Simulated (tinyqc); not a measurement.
ESD clamp with bipolar snapback, compact model and design window: course of the iteration: base voltage at the failure current.

The drain junction multiplies the current that enters it: Igen = (M - 1)(Ic + I0), M = 1/(1 - (Vj/BV)^n). The generated holes leave through the substrate resistance and the base of the parasitic npn: Igen = Vb/Rb + Ic/be, Ic = Is exp(Vb/Vt). Terminal current I = Ic + I0 + Igen and voltage V = Vj + I Ro, per width. Isothermal, constant gain.

I(Vb) = Ic (1 + 1/be) + I0 + Vb/Rb, I' = Ic (1 + 1/be)/Vt + 1/Rb; Vb(new) = Vb - (I - It2)/I'. V follows from the introduction.

Stop when Vb changes by less than 1e-10 V, or after 20 iterations. Vb must stay between 0 and 8 V.

Parameters, values chosen for the exercise; values close to those of grounded-gate n-channel clamps: temperature T = 300 K; junction breakdown voltage BV = 10.5 V; exponent of the multiplication n = 3.9; current gain of the parasitic npn be = 11.3; saturation current Is = 3.8e-17 A/um; junction leakage I0 = 2.1e-12 A/um; substrate resistance Rb = 31000 ohm um; drain ballast and contact resistance Ro = 320 ohm um; failure current for 100 ns It2 = 10.8 mA/um.

Constants: q = 1.602176634e-19 C, kB = 1.380649e-23 J/K, Vt = kB T/q. Results are converted to the units shown.

Vb at the start = 0.74 V

Course of the iteration:
```
iteration   Vb (V)  |change| (V)
1          3.18984          2.45
2          3.16399        0.0259
3          3.13814        0.0259
4          3.11229        0.0259
5          3.08644        0.0259
6          3.06058        0.0259
7          3.03473        0.0259
8          3.00888        0.0259
9          2.98303        0.0259
...            ...           ...
12         2.90547        0.0259
13         2.87962        0.0259
14         2.85377        0.0259
15         2.82792        0.0259
16         2.80206        0.0259
17         2.77621        0.0259
18         2.75036        0.0259
19         2.72451        0.0259
20         2.69866        0.0259
```

Did this iteration meet its convergence test, and what does its course show?

No. Not converged within 20 iterations. The first step overshoots to 3.19 V, and each later step comes down by only Vt on the exponential. A rerun with Newton steps on ln I from the same start converges in 4 iterations.

Computed by the program tinyqc: `OMP_NUM_THREADS=1 python tinyqc.py 2670136 2670137 out.jsonl`, one thread of a shared Intel Xeon 2.30GHz, about 0.02 s for the whole run.
